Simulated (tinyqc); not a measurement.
Band-to-band tunnelling and avalanche in a reverse-biased abrupt junction. Changing the reverse bias V_R. Computed by tinyqc, a small Python program. Command: `OMP_NUM_THREADS=1 python tinyqc.py 3006280 3006281 out.jsonl zener sweep`. One thread of a shared host (Intel(R) Xeon(R) Processor @ 2.30GHz), about 0.01 s of CPU time with the checks.

Direct Kane tunnelling in the local field (for indirect gaps the mass is an effective fit) and one ionisation coefficient for both carriers. N is the doping of the light side, or N_A N_D/(N_A + N_D) for the symmetric junction; the built-in voltage is taken as E_g/e.

Inputs (values chosen for the exercise, modelled on silicon):
```
quantity,value,unit
"band gap at 300 K, E_g",1.13,eV
"gap narrowing with temperature, -dE_g/dT",0.29,meV/K
reduced tunnelling mass m_r,0.23,m_0
permittivity eps,11.7,-
ionisation prefactor a,1.2e+06,1/cm
"ionisation field at 300 K, b",1.53e+06,V/cm
relative rise of b with temperature,6.1,1e-4/K
effective doping N,2.3e+18,1/cm^3
temperature T,350,K
```

Junction: one-sided.

Constants: eps_0 = 8.8541878128e-12 F/m; e = 1.602176634e-19 C; m_0 = 9.1093837015e-31 kg; hbar = 1.054571817e-34 J s.

Method:
- E_g(T) = E_g - (T - 300 K)(-dE_g/dT); b(T) = b [1 + (rise)(T - 300 K)]; w = sqrt(2 eps eps_0 (V_R + E_g/e)/(e N)); F_m = 2 (V_R + E_g/e)/w; the field falls linearly from F_m to 0 across w.
- Kane: G(F) = A F^2 exp(-B/F), A = e^2 sqrt(m_r)/(18 pi hbar^2 sqrt(E_g)), B = pi sqrt(m_r) E_g^(3/2)/(2 e hbar), SI units; J = e int G dx x V_R/(V_R + E_g/e), the last factor making J vanish at zero bias; int G dx = (w/F_m) int_0^F_m G dF by 64 Gauss-Legendre points.
- Avalanche: I = (w/F_m) int_0^F_m a exp(-b/F) dF by 64 Gauss-Legendre points, M = 1/(1 - I), breakdown at I = 1.

One run for each value:
```
reverse bias V_R (V),tunnel current density (A/cm^2),peak field F_m (MV/cm),B/F_m,ionisation integral I
0.23,4.6333e-09,0.9784,32.863,0.2073
0.32,1.9525e-08,1.0106,31.816,0.2296
0.45,1.1492e-07,1.0553,30.466,0.2624
0.64,9.9272e-07,1.1176,28.770,0.3116
0.90,1.0840e-05,1.1975,26.851,0.3806
1.80,2.8265e-03,1.4402,22.325,0.6280
2.50,4.6711e-02,1.6038,20.048,0.8238
3.60,1.0387e+00,1.8316,17.554,1.1305
```

Give the missing row, reverse bias V_R (V) = 1.30.

Computed row:
```
reverse bias V_R (V)  tunnel current density (A/cm^2)  peak field F_m (MV/cm)   B/F_m  ionisation integral I
1.30                                       1.8946e-04                  1.3109  24.527                 0.4894
```

Interpolating between the two neighbouring rows (the first column on a logarithmic scale, the others too where they are positive) misses most in tunnel current density (A/cm^2), by 9.5 %. Over the rows, tunnel current density (A/cm^2) rises from 4.63e-9 to 1.04 (exponent d ln y / d ln x 4.4 between the first rows and 8.5 between the last); peak field F_m (MV/cm) rises from 0.978 to 1.83 (exponent d ln y / d ln x 0.098 between the first rows and 0.36 between the last); B/F_m falls from 32.9 to 17.6 (exponent d ln y / d ln x -0.098 between the first rows and -0.36 between the last). Between the last rows ln(J) against 1/F_m has the slope -40.0 MV/cm, to be set beside -B = -32.2; the prefactors make up the rest.

Caution (rows 0.230, 0.320, 0.450, 0.640, 0.900): V_R is below E_g/e, so the field drops by more than a quarter along the tunnelling path and the local Kane formula overestimates the current. Caution (rows 3.60): the bias lies beyond avalanche breakdown (I > 1), so the junction cannot hold it.

Extremes, crossings and ranges named in words are read from the listed rows.
